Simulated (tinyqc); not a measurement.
# Schottky barrier on an n-type semiconductor, non-linear Poisson equation by Newton steps: two studies

One dimension, metal at x = 0, donor density C(x) = Nd, uniform. Energies are counted from the electron Fermi level of the semiconductor and the conduction-band edge is Ec = -psi, so n = Nc exp(psi/Vt); holes follow the Fermi level of the metal, at -V, so p = Nv exp((V - psi - Eg)/Vt). Ends: psi(0) = V - phiB and psi = Vt ln(Nd/Nc) deep inside. Boltzmann statistics, full ionisation, no current, no image force in the Poisson equation.

Parameters, values chosen for the exercise; band and dielectric values close to those of indium phosphide: temperature T = 293 K; band gap Eg = 1.36 eV; relative permittivity eps_r = 12.6; conduction-band density of states at T Nc = 5.55e17 cm^-3; valence-band density of states at T Nv = 1.08e19 cm^-3; donor density deep in the semiconductor Nd = 8.4e16 cm^-3; barrier height phiB = 0.77 eV; bias of the metal against the semiconductor V = 0 V.

Constants: q = 1.602176634e-19 C, kB = 1.380649e-23 J/K, Vt = kB T/q, eps0 = 8.8541878128e-14 F/cm where lengths are in cm. Results are converted to the units shown.

Each table varies one quantity; the others keep the values above.

## Capacitance-voltage profiling

The Poisson equation d/dx(eps0 eps_r dpsi/dx) = -q (p - n + C) is solved on a mesh of about 1000 nodes or more that ends in neutral material. C_s = q d/dV of the integral of n over x, from the linearised equation. Probed depth w = eps0 eps_r/C_s; apparent doping N_app = C_s^3/(q eps0 eps_r dC_s/dV), the derivative by central differences over +/- 0.02 V.

The same in every row: true C(w) (cm^-3) = 8.400e16.

Capacitance-voltage profiling:
```
V (V)	C_s (nF/cm^2)	w (nm)	N_app (cm^-3)	|E_0| (kV/cm)
0	103.8	107.5	8.396e16	129.7
-0.3	86.77	128.6	8.398e16	155.1
-0.6	76.08	146.6	8.399e16	176.9
-0.9	68.56	162.7	8.399e16	196.3
-1.2	62.91	177.3	8.399e16	213.9
-1.5	58.45	190.9	8.400e16	230.2
-1.8	54.83	203.5	8.400e16	245.5
-2.1	51.81	215.3	8.400e16	259.8
-2.4	49.23	226.6	8.400e16	273.4
-2.7	47.01	237.3	8.400e16	286.3
-3	45.06	247.6	8.400e16	298.7
```

What does the comparison show?

C_s falls from 104 to 45.1 nF/cm^2 while the probed depth goes from 108 to 248 nm. The apparent doping stays near 8.40e16 cm^-3. It departs most from the true doping at that depth for V = 0 V, where it is 0.052 % below it; so the doping is read well over the depths probed, the small gap being the error of the finite difference in V.

## Effect of the donor density deep in the semiconductor

First integral for uniform doping: E_0^2 = (2 q/(eps0 eps_r)) [Nd (U - Vt + Vt exp(-U/Vt)) + Vt p_0], U = Vbi - V, Vbi = phiB - Vt ln(Nc/Nd), p_0 = Nv exp((phiB - Eg)/Vt) (deep holes neglected). Image-force lowering dphi = sqrt(q E_0/(4 pi eps0 eps_r)), at x_m = sqrt(q/(16 pi eps0 eps_r E_0)). W = sqrt(2 eps0 eps_r U/(q Nd)).

Result of one run:
```
Nd (cm^-3)	Vbi (V)	W (nm)	E_0 (kV/cm)	dphi (mV)	exp(dphi/Vt)	p_0/Nd
5.7e16	0.7125	131.9	106.1	34.82	3.971	1.346e-8
```

What becomes of these results when the donor density deep in the semiconductor Nd is changed from 5.7e16 to 2.9e16 cm^-3, all else the same?

Result of the changed run:
```
Nd (cm^-3)	Vbi (V)	W (nm)	E_0 (kV/cm)	dphi (mV)	exp(dphi/Vt)	p_0/Nd
2.9e16	0.6955	182.8	74.72	29.22	3.181	2.646e-8
```

The whole series:
```
Nd (cm^-3)	Vbi (V)	W (nm)	E_0 (kV/cm)	dphi (mV)	exp(dphi/Vt)	p_0/Nd
1e15	0.6105	922.0	12.96	12.17	1.619	7.675e-7
2e15	0.6280	661.3	18.61	14.58	1.782	3.837e-7
3.8e15	0.6442	485.9	25.99	17.23	1.979	2.020e-7
7.5e15	0.6613	350.4	37.02	20.57	2.258	1.023e-7
1.5e16	0.6788	251.0	53.06	24.63	2.652	5.117e-8
2.9e16	0.6955	182.8	74.72	29.22	3.181	2.646e-8
5.7e16	0.7125	131.9	106.1	34.82	3.971	1.346e-8
1.1e17	0.7291	96.08	149.1	41.28	5.130	6.977e-9
```

As Nd goes from 1e15 to 1.1e17, the surface field rises from 13.0 to 149 kV/cm, the lowering rises from 12.2 to 41.3 mV and W falls from 922 to 96.1 nm. Over the table the lowering goes as Nd^(0.26); the depletion formulas give 1/4 at fixed Vbi.

Program tinyqc, `OMP_NUM_THREADS=1 python tinyqc.py 2020131 2020132 out.jsonl`; Intel Xeon 2.30GHz, shared host, one thread, about 0.06 s.
